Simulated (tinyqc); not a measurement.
What moves the results: complex band structure along [001] in sp3s* tight binding. A value that a table varies takes the place of the one given here.

For k = (0, 0, kz) the phase sums are g0 = cos(phi) and g3 = i sin(phi), phi = kz a/4, and the s, pz, s* orbitals of anion (a) and cation (c) decouple from px, py. With z = exp(i phi), H(z) = H0 + z T + T^T/z for any complex z. H0 is diagonal (Esa, Epa, Exa, Esc, Epc, Exc). The anion-cation block is B(z) = z U + W/z and the cation-anion block z W^T + U^T/z, where U has Vss/2 (s,s), Vsapc/2 (s,z), -Vscpa/2 (z,s), Vxx/2 (z,z), Vxapc/2 (s*,z), -Vpaxc/2 (z,s*), and W has the same values with the s-z and s*-z signs reversed. |z| = 1 is a band state, |z| < 1 decays along [001] as exp(-kappa d) over a distance d, kappa = -(4/a) ln|z|. No spin-orbit coupling.

Constants: hbar^2/2m0 = 3.80998211 eV angstrom^2.

Values chosen for the exercise (out of a larger set: near a published set for InAs, fitted to gaps, whose masses and valley positions are rough (light masses up to twice too heavy); not measured data): p = (-9.611, 0.914, -2.704, 3.748, 7.416, 6.742, -5.646, 1.834, 4.47, 3.024, 5.412, 3.354, 3.889) eV (order Esa, Epa, Esc, Epc, Exa, Exc, Vss, Vxx, Vxy, Vsapc, Vscpa, Vxapc, Vpaxc); a = 6.062 angstrom (lattice constant); dE = 0.29 eV (E - Ev).

## Decay across the direct gap

Ev = 0.01336 eV
EG (direct gap) = 0.44760 eV

masses of this model, from the curvature at Gamma (m0): m_lh 0.03035, m_e 0.03262

kappa of the imaginary branch at Gamma against three formulas: parabolic from the valence edge, sqrt(m_lh E/c); parabolic from the conduction edge, sqrt(m_e (EG - E)/c); two-band (Franz), sqrt(m E (1 - E/EG)/c) with m = 2 m_lh m_e/(m_lh + m_e). E from Ev; c = hbar^2/2m0.

kappa (1/angstrom):
```
E/EG  E (eV)  tight binding  parabolic, valence  parabolic, conduction  two-band
0.05  0.0224         0.0130              0.0134                 0.0603    0.0132
0.15  0.0671         0.0214              0.0231                 0.0571    0.0217
0.25  0.1119         0.0261              0.0299                 0.0536    0.0263
0.35  0.1567         0.0288              0.0353                 0.0499    0.0290
0.50  0.2238         0.0304              0.0422                 0.0438    0.0304
0.65  0.2909         0.0291              0.0481                 0.0366    0.0290
0.75  0.3357         0.0265              0.0517                 0.0310    0.0263
0.85  0.3805         0.0220              0.0551                 0.0240    0.0217
0.95  0.4252         0.0135              0.0582                 0.0138    0.0132
```

The branch joins the light-hole and conduction bands and peaks, among these rows, at E/EG = 0.50 with kappa = 0.0304 1/angstrom. At mid-gap the parabola from the conduction edge is +44 % off and the two-band form +0.1 %; over 5 nm the parabola would misstate exp(-2 kappa d) by a factor 3.82.

## Band-to-band tunnelling in a uniform field

WKB at zero transverse momentum: T = exp(-2 I/(eF)), I = integral of kappa dE across the direct gap (8 Gauss-Legendre points in theta, E = EG sin^2 theta, 0 to pi/2); 1 MV/cm = 0.01 V/angstrom. The two-band form gives I = (pi/8) sqrt(m/c) EG^(3/2) with m = 2 m_lh m_e/(m_lh + m_e).

Tunnelling:
```
F (MV/cm)  path EG/eF (angstrom)  exponent 2I/eF  T, tight binding  T, two-band
0.50                        89.5           4.271            0.0140       0.0139
0.75                        59.7           2.847            0.0580       0.0579
1.00                        44.8           2.135             0.118        0.118
1.50                        29.8           1.424             0.241        0.241
2.00                        22.4           1.068             0.344        0.344
3.00                        14.9           0.712             0.491        0.491
4.00                        11.2           0.534             0.586        0.586
```

I, tight binding = 0.010677 eV/angstrom
I, two-band = 0.010683 eV/angstrom

The two-band integral is +0.06 % from the tight-binding one, which makes the two-band T 0.9974 times the other at 0.5 MV/cm and 0.9997 times at 4 MV/cm. Doubling the field from 1 to 2 MV/cm halves the exponent and raises T by a factor 2.91. Where the exponent falls below about 2 the WKB form is only a guide.

## Energy and lattice constant

The slowest root of the s-pz block and the heavy-hole branch, sinh^2(kappa a/4) = ((E - Epa)(E - Epc) - Vxx^2)/(Vxx^2 - Vxy^2), at E = Ev + dE with Ev the lower root of [[Epa, Vxx], [Vxx, Epc]]; the couplings are kept when a changes. Each row changes one parameter from the base and keeps the others.

Results:
```
case                slowest kappa (1/angstrom)  heavy-hole kappa (1/angstrom)
base                                    0.0292                         0.1795
dE = 0.26 eV                            0.0300                         0.1707
a = 6.244 angstrom                      0.0283                         0.1743
```

The largest shifts from the base row, up to three for each result and ties (the steps differ in size, so this ranks the rows, not the parameters). slowest kappa (1/angstrom): dE +0.0009, a -0.0008. heavy-hole kappa (1/angstrom): dE -0.0088, a -0.0052. With the couplings fixed, kappa a stays, so kappa scales as 1/a.

Computed by tinyqc, a small Python program: `OMP_NUM_THREADS=1 python tinyqc.py 1480791 1480792 out.jsonl` (the numbers bound the seed that draws the inputs); one thread of a shared host (Intel(R) Xeon(R) Processor @ 2.30GHz), about 0.02 s for the whole set of steps.
